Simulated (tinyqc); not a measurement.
From results back to parameters: mean-field antiferromagnet of the Hubbard model on the square lattice. Three cases, with inputs chosen for the exercise.

Problem. In the insulating state f(E-) = 1 and f(E+) = 0, so the gap equation is 1 = (U/2) mean 1/sqrt(e-^2 + Delta^2). Delta is given and U is hidden.

e(k) = -2 t (cx + cy) - 4 t2 cx cy, ci = cos ki; one electron a site; Q = (pi, pi). <n_up - n_dn> = m cos(Q.R) gives Delta = U m/2 and bands E = e+ -/+ sqrt(e-^2 + Delta^2), e+- = (e(k) +- e(k + Q))/2 (the constant U/2 is dropped). Means run over the mesh k_i = 2 pi (j + 1/2)/N of the whole zone: mu from mean(f(E-) + f(E+)) = 1; m(out) = mean of Delta (f(E-) - f(E+))/sqrt(e-^2 + Delta^2); free energy per site F = -kT mean[ln(1 + exp(-(E- - mu)/kT)) + ln(1 + exp(-(E+ - mu)/kT))] + mu + U m^2/4. Order at T > 0 in two dimensions is an artefact of mean field.

Case 1.

Classes of points:

| \|e-\| (eV) | e+ (eV) | points |
|---|---|---|
| 0.0000 | 0.0000 | 16 |
| 0.9417 | 0.0000 | 16 |
| 1.3317 | 0.0000 | 8 |
| 2.2734 | 0.0000 | 16 |
| 3.2151 | 0.0000 | 8 |

Delta = 4.31032 eV

Case 2.

Classes of points:

| \|e-\| (eV) | e+ (eV) | points |
|---|---|---|
| 0.0000 | 0.0000 | 16 |
| 0.8226 | 0.0000 | 16 |
| 1.1634 | 0.0000 | 8 |
| 1.9860 | 0.0000 | 16 |
| 2.8086 | 0.0000 | 8 |

Delta = 3.59421 eV

Case 3.

Classes of points:

| \|e-\| (eV) | e+ (eV) | points |
|---|---|---|
| 0.0000 | -1.0243 | 8 |
| 0.0000 | -0.1757 | 8 |
| 1.2880 | -0.4243 | 16 |
| 1.8216 | 0.1757 | 8 |
| 3.1096 | 0.4243 | 16 |
| 4.3977 | 1.0243 | 8 |

Delta = 5.43537 eV

Find: mean 1/sqrt(e-^2 + Delta^2); U; m.

Solution. Form the weighted mean over the classes; U = 2/mean and m = 2 Delta/U.

Case 1.

mean 1/sqrt(e-^2 + Delta^2) = 0.217 1/eV
U = 9.22 eV
m = 0.935

Case 2.

mean 1/sqrt(e-^2 + Delta^2) = 0.259 1/eV
U = 7.73 eV
m = 0.930

Case 3.

mean 1/sqrt(e-^2 + Delta^2) = 0.170 1/eV
U = 11.74 eV
m = 0.926

Computed by tinyqc, one run a case: `OMP_NUM_THREADS=1 python tinyqc.py N N+1 out.jsonl` with N = 1651131, 1651307, 1651420; one thread of a shared Intel(R) Xeon(R) Processor @ 2.30GHz, about 0.2 s a run at most.
